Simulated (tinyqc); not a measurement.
Pressure series at fixed power: global model of a low-pressure process discharge: electron temperature, density, ion flux and ion energy. Computed by tinyqc, a small Python program. Command: `OMP_NUM_THREADS=1 python tinyqc.py 3113619 3113620 out.jsonl plasma walk`. One thread of a shared host (Intel(R) Xeon(R) Processor @ 2.30GHz), about 0.01 s of CPU time with the checks.

Maxwellian electrons with temperature T_e in eV, one positive ion, no negative ions, uniform bulk density n; rate constants have the Arrhenius form.

Inputs (values chosen for the exercise, of the order of those of an inductive discharge in a simple atomic gas):
```
quantity,value,unit
ion mass M,35.5,u
ionisation prefactor K0,4.2e-14,m^3/s
ionisation energy E_iz,16.6,eV
excitation prefactor X0,2.4e-14,m^3/s
excitation energy E_ex,9.23,eV
elastic rate constant K_el,6.6e-14,m^3/s
ion-neutral cross section,6.5e-19,m^2
gas temperature T_g,500,K
radius R,18,cm
height L,6.8,cm
absorbed power P,2100,W
```

Constants: k_B = 1.380649e-23 J/K; e = 1.602176634e-19 C; u = 1.6605390666e-27 kg; m_0 = 9.1093837015e-31 kg.

Method:
- n_g = p/(k_B T_g), lambda_i = 1/(n_g sigma), K_iz = K0 exp(-E_iz/T_e), h_L = 0.86/sqrt(3 + L/(2 lambda_i)), h_R = 0.8/sqrt(4 + R/lambda_i), A_eff = 2 pi R^2 h_L + 2 pi R L h_R and d_eff = pi R^2 L/A_eff follow p.
- Particle balance: K0 exp(-E_iz/T_e) n_g d_eff = u_B, u_B = sqrt(e T_e/M).
- E_c = E_iz + (X0 exp(-E_ex/T_e) E_ex + K_el (3 m_0/M) T_e)/K_iz; E_T = E_c + (5/2) T_e + (T_e/2) ln(M/(2 pi m_0)); n = P/(e u_B A_eff E_T); J = e h_L n u_B. Pressures without a root below 2 E_iz are left out.

Against pressure:
```
p (Pa),T_e (eV),E_c (eV),E_T (eV),n (1/cm^3),J (mA/cm^2)
0.1,8.3867,29.30,89.02,2.5307e+11,9.137
0.2,5.6612,36.00,76.30,3.8282e+11,10.844
0.5,3.9822,50.19,78.54,5.1218e+11,10.824
1.0,3.2336,68.16,91.19,5.7897e+11,9.497
2.0,2.7045,97.16,116.42,6.1898e+11,7.541
5.0,2.2080,165.41,181.13,6.3269e+11,4.898
10.0,1.9331,256.09,269.86,6.1854e+11,3.301
20.0,1.7173,404.06,416.29,5.8988e+11,2.145
```

What follows from these numbers?

T_e falls from 8.39 to 1.72 eV, n changes by a factor 2.3 and J by 0.23; in J = P h_L/(A_eff E_T), E_T changes by a factor 4.68 and is least at 0.2 Pa, between wall losses at high T_e and excitation losses at low T_e.

Extremes, crossings and ranges named in words are read from the listed rows.
